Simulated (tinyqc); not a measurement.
Keating valence-force model of a tetrahedral crystal: one step, computed by the program tinyqc. Command: `OMP_NUM_THREADS=1 python tinyqc.py 3028391 3028392 out.jsonl keating walk`. One thread of a shared host (Intel(R) Xeon(R) Processor @ 2.30GHz), about 0.02 s of CPU time with the checks.

Atom A sits at 0 and atom B at a/4 (1,1,1) of an fcc lattice; the four bonds from A are t = a/4 (1,1,1), a/4 (1,-1,-1), a/4 (-1,1,-1), a/4 (-1,-1,1), of length d = sqrt(3) a/4. Energy: E = (3 alpha/(8 d^2)) sum over bonds (r.r - d^2)^2 + (3 beta/(8 d^2)) sum over pairs of bonds at one atom (r_i.r_j + d^2/3)^2, with beta_A for the six pairs at A and beta_B for the six at B. The cell holds two atoms, Omega = a^3/4. 1 N/m = 1 J/m^2.

Problem. Elastic constants and internal strain. beta = (beta_A + beta_B)/2; C11 = (alpha + 3 beta)/a, C12 = (alpha - beta)/a, C44 = 4 alpha beta/(a (alpha + beta)); with the two sublattices clamped C44(0) = (alpha + beta)/a; internal-strain parameter zeta = (alpha - beta)/(alpha + beta); B = (C11 + 2 C12)/3.

Inputs (values chosen for the exercise, for a model crystal):

| quantity | value | unit |
|---|---|---|
| lattice constant a | 6.45 | angstrom |
| bond stretching alpha | 47.2 | N/m |
| bond bending beta_A | 10.6 | N/m |
| bond bending beta_B | 12.7 | N/m |

Structure: zinc blende.

Give: C11; C12; C44; clamped C44(0); internal-strain parameter zeta; bulk modulus B.

Solution.

C11 = 127.4 GPa

C12 = 55.12 GPa

C44 = 57.95 GPa

clamped C44(0) = 91.24 GPa

internal-strain parameter zeta = 0.6041

bulk modulus B = 79.20 GPa

Letting the sublattices shift lowers C44 by 36 %, which is zeta^2. A shear is shared between bond lengths and angles. The model fixes 2 C44 (C11 + C12)/((C11 - C12)(C11 + 3 C12)) = 1.000 whatever alpha and beta are.
